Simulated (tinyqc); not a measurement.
From peak temperature T_m back to heating rate beta: admittance spectroscopy and thermally stimulated current of one trap level in a depletion layer. Computed by tinyqc, a small Python program. Command: `OMP_NUM_THREADS=1 python tinyqc.py 3110975 3110976 out.jsonl admit inv`. One thread of a shared host (Intel(R) Xeon(R) Processor @ 2.30GHz), about 0.02 s of CPU time with the checks.

A Schottky junction on n-type material holds one donor-like electron trap; shallow donors are fully ionised and abrupt depletion edges are assumed.

Inputs (values chosen for the exercise, modelled on n-type beta-Ga2O3): density-of-states mass m = 0.289 m_0; trap depth E_t below the band = 0.246 eV; capture cross section sigma = 1.4e-14 cm^2.

Constants: k_B = 1.380649e-23 J/K; m_0 = 9.1093837015e-31 kg; h = 6.62607015e-34 J s; k_B = 8.617333262e-05 eV/K.

Method:
- N_c = 2 (2 pi m k_B T/h^2)^(3/2), v_th = sqrt(3 k_B T/m), emission rate e_n = sigma v_th N_c exp(-E_t/(k_B T)).
- Thermally stimulated current without retrapping: filled share n(T) = exp(-(1/beta) int e_n dT), current proportional to e_n n; the peak obeys beta (E_t/(k_B T^2) + 2/T) = e_n(T). The integral starts at 0.5 T_m and uses 4000 trapezoid steps to 1.2 T_m.
- Chen's first-order estimate from the full width W = T_2 - T_1 between the half-height points: E = 2.52 k_B T_m^2/W - 2 k_B T_m.

Problem. A run gave the result below. Find the heating rate beta, known to lie between 0.061 and 0.12 K/s.

peak temperature T_m = 98.02312 K

Solution.

Each step takes the trial c = (a f_b - b f_a)/(f_b - f_a), f being the result less the target and a, b, c the logarithms of the listed values; c replaces end b, the old b replaces a if the sign of f changed, and otherwise f_a is halved.

Scan of the range:
```
heating rate beta (K/s)  peak temperature T_m (K)
0.0610                                    96.8922
0.0683                                    97.2212
0.0764                                    97.5494
0.0856                                    97.8846
0.0958                                    98.2186
0.1070                                    98.5487
0.1200                                    98.8932
```

False position (Illinois rule, in the logarithm of the input) inside the bracket:
```
step      end a      end b      trial  peak temperature T_m (K)
1     0.0856000  0.0958000  0.0896921                   98.0229
2     0.0958000  0.0896921  0.0896999                   98.0231
3     0.0958000  0.0896999  0.0897000                   98.0231
4     0.0896999  0.0897000  0.0897000                   98.0231
```

Peak temperature T_m rises at every point of a 13-point scan of the range (every second point is shown), so one value fits; it is bracketed by 0.0856 and 0.0958. Answer: heating rate beta = 0.08970 K/s.
